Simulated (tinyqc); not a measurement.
Rapid thermal processing of a wafer: radiative balance, ramp and cooling, pattern effects, pyrometer error and spike budget: one step, computed by the program tinyqc.

The wafer is opaque and uniform through its thickness unless said otherwise; temperatures in formulas are in kelvin (C + 273.15). sigma = 5.670374419e-12 W/(cm^2 K^4).

Question. Pattern effect. At steady state a sinusoidal change of absorbed power of relative amplitude a and period p gives the temperature amplitude a q/(dq/dT + k d (2 pi/p)^2); healing length l = sqrt(k d/(dq/dT)); process change = E_a dT/(k_B T^2). Emissivity is taken as unchanged.

Inputs (values chosen for the exercise, modelled on a hot silicon wafer):
```
quantity                                        value        unit
wafer thickness d                                 775  micrometre
thermal conductivity k                           0.21    W/(cm K)
wall temperature T_w                              700           K
process temperature                               801           C
relative change of absorptivity over a pattern     13           %
period of the pattern                              13          mm
activation energy of the process E_a                4          eV
```

dq/dT = 34.70428 mW/(cm^2 K)

holding power q = 8.270168 W/cm^2

Constants: k_B = 8.617333262e-05 eV/K.

Give: healing length l; amplitude without lateral conduction; amplitude; change of the process rate.

Answer.

healing length l = 6.848 mm

amplitude without lateral conduction = 30.98 K

amplitude = 2.591 K

change of the process rate = 10.43 %

Lateral conduction cuts the amplitude to 8.4 %, since p/(2 pi l) = 0.30.
